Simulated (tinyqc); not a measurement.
Single-oscillator infrared dielectric function of a polar cubic crystal: one step, computed by the program tinyqc.

One ion pair, charges +Z* and -Z*, in a cell of volume Omega = a^3/4. Frequencies omega are given as wavenumbers (1/cm); eps_s is the static dielectric constant.

Problem. LO frequency and static constant from the Born charge. mu = M_A M_B/(M_A + M_B); ionic plasma term W^2 = 4 pi Z*^2 (e^2/(4 pi eps_0))/(Omega mu) in eV/(angstrom^2 u), turned into 1/cm by W = 15.6333042 x 33.35640952 x sqrt(W^2); omega_LO^2 = omega_TO^2 + W^2/eps_inf; eps_s = eps_inf + W^2/omega_TO^2; Szigeti charge 3 Z*/(eps_inf + 2); longitudinal (Callen) charge Z*/eps_inf.

Inputs (values chosen for the exercise, modelled on lithium fluoride): lattice constant a = 4.03 angstrom; mass M_A = 6.94 u; mass M_B = 19 u; omega_TO = 310 1/cm; Born charge Z* = 1.02 e; eps_inf = 1.96.

Structure: rock salt. Free carriers: absent.

Constants: nu for 1 eV/(angstrom^2 u) = 15.6333042 THz; 1 THz = 33.35640952 1/cm; e^2/(4 pi eps_0) = 14.39964548 eV angstrom.

Give: reduced mass mu; W; omega_LO; eps_s; Szigeti charge; Callen charge.

Solution.

reduced mass mu = 5.083 u

W = 784.5 1/cm

omega_LO = 640.4 1/cm

eps_s = 8.365

Szigeti charge = 0.7727 e

Callen charge = 0.5204 e

omega_LO/omega_TO = 2.066; the ions supply 77 % of eps_s, as in a strongly ionic or soft-mode crystal.
